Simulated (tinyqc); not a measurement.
From results back to parameters: phonon-assisted absorption at an indirect gap. Three cases, with inputs chosen for the exercise.

Problem. One phonon: alpha = A [N (E - Eg + w)^2 + (N + 1)(E - Eg - w)^2], each term only above its threshold, N = 1/(exp(w/kB Tm) - 1). The first two energies lie below the emission threshold and the third above it.

Constants: kB = 8.617333262e-05 eV/K.

Find: slope sqrt(A N); threshold Eg - w; w; Eg; A.

Method. sqrt(alpha) at the first two energies is a line with slope sqrt(A N) and intercept Eg - w. The excess at the third energy is A N exp(w/kB Tm) (E - (Eg - w) - 2w)^2, which has one root w with the emission threshold between the second and third energies.

Case 1.

Values chosen (out of a larger set: loosely those of Si at room temperature; Eg is not tied to T; not measured data): Es = (1.104, 1.172, 1.234) eV (three photon energies); Tm = 400 K.

alpha at the three energies (1/cm): 0.3069998  5.173318  19.97960

Solution.

slope sqrt(A N) = 25.30 1/(cm^(1/2) eV)
threshold Eg - w = 1.0821 eV
w = 55.9 meV
Eg = 1.138 eV
A = 2.6e+03 1/(cm eV^2)

Case 2.

Values chosen (out of a larger set: loosely those of GaP at room temperature; Eg is not tied to T; not measured data): Es = (2.252, 2.306, 2.364) eV (three photon energies); Tm = 400 K.

alpha at the three energies (1/cm): 0.7489487  12.39518  55.00247

Solution.

slope sqrt(A N) = 49.17 1/(cm^(1/2) eV)
threshold Eg - w = 2.2344 eV
w = 44.6 meV
Eg = 2.279 eV
A = 6.4e+03 1/(cm eV^2)

Case 3.

Values chosen (out of a larger set: loosely those of Si at room temperature; Eg is not tied to T; not measured data): Es = (1.075, 1.145, 1.209) eV (three photon energies); Tm = 300 K.

alpha at the three energies (1/cm): 0.2282076  3.522617  16.23136

Solution.

slope sqrt(A N) = 19.99 1/(cm^(1/2) eV)
threshold Eg - w = 1.0511 eV
w = 58.9 meV
Eg = 1.110 eV
A = 3.5e+03 1/(cm eV^2)

Computed by tinyqc, one run a case: `OMP_NUM_THREADS=1 python tinyqc.py N N+1 out.jsonl` with N = 1680270, 1680294, 1680315; one thread of a shared Intel(R) Xeon(R) Processor @ 2.30GHz, about 0.01 s a run at most.
